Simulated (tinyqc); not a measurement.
# Changing the C12

Model: Raman shift of the zone-centre optical phonon of a diamond-structure crystal under stress. Computed by tinyqc, a small Python program. Command: `OMP_NUM_THREADS=1 python tinyqc.py 3028245 3028246 out.jsonl ramanstress sweep`. One thread of a shared host (Intel(R) Xeon(R) Processor @ 2.30GHz), about 0.01 s of CPU time with the checks.

Axes x, y, z are the cube axes. Strain shifts the threefold optical mode and can split it; p, q and r are the phonon deformation potentials.

Inputs (values chosen for the exercise, modelled on silicon):
```
quantity                         value    unit
unstrained frequency omega_0     520.6    1/cm
p/omega_0^2                      -1.86       -
q/omega_0^2                      -2.39       -
r/omega_0^2                      -0.74       -
C11                              166.7     GPa
C44                              80.54     GPa
stress sigma (tension positive)   0.86     GPa
polarisation angle phi              10  degree
```

Stress state: uniaxial. Axis: [110].

Method:
- S11 = (C11 + C12)/D, S12 = -C12/D, D = (C11 - C12)(C11 + 2 C12), S44 = 1/C44.
- Uniaxial stress along the unit vector n of the axis: sigma_ij = sigma n_i n_j.
- eps_xx = S11 sigma_xx + S12 (sigma_yy + sigma_zz), and cyclic; eps_xy = S44 sigma_xy/2 (tensor strain).
- Secular matrix: M_xx = p eps_xx + q (eps_yy + eps_zz), M_xy = 2 r eps_xy; its eigenvalues are omega^2 - omega_0^2, and the shifts are these over 2 omega_0.
- gamma = -(p + 2q)/(6 omega_0^2); the mean of the three shifts is -gamma omega_0 x (volume strain).
- Backscattering from a (001) surface: incident polarisation (cos phi, sin phi, 0). With Raman tensors (R_z)_xy = (R_z)_yx = 1 and cyclic, only the z component u_z of a mode counts: I = u_z^2 sin^2(2 phi) for parallel and u_z^2 cos^2(2 phi) for crossed polarisers. An unresolved line sits at the intensity-weighted shift, which is M_zz/(2 omega_0).

One run for each value:
```
C12 (GPa)  shift per stress (1/(cm GPa))  mean shift (1/cm)  S12 (1/TPa)  volume strain (per mille)
8.33                             -3.4324            -2.7022      -0.2869                     4.6902
21.40                            -3.0665            -2.3650      -0.7030                     4.1050
34.50                            -2.7922            -2.1021      -1.1072                     3.6487
47.60                            -2.5859            -1.8918      -1.5260                     3.2837
60.70                            -2.4336            -1.7198      -1.9876                     2.9851
73.80                            -2.3281            -1.5764      -2.5275                     2.7362
86.90                            -2.2683            -1.4551      -3.1982                     2.5257
100.00                           -2.2606            -1.3512      -4.0885                     2.3452
```

What does the table show, and why?

Over the rows, shift per stress (1/(cm GPa)) rises from -3.43 to -2.26 (exponent d ln y / d ln x -0.12 between the first rows and -0.024 between the last); mean shift (1/cm) rises from -2.70 to -1.35 (exponent d ln y / d ln x -0.14 between the first rows and -0.53 between the last); S12 (1/TPa) falls from -0.287 to -4.09 (exponent d ln y / d ln x 0.95 between the first rows and 1.7 between the last). C12 sets the Poisson contraction: at fixed C11 it raises the bulk modulus, which cuts the volume strain and the mean shift, and lowers C11 - C12, which enlarges the shear strain that splits the modes.

Extremes, crossings and ranges named in words are read from the listed rows.
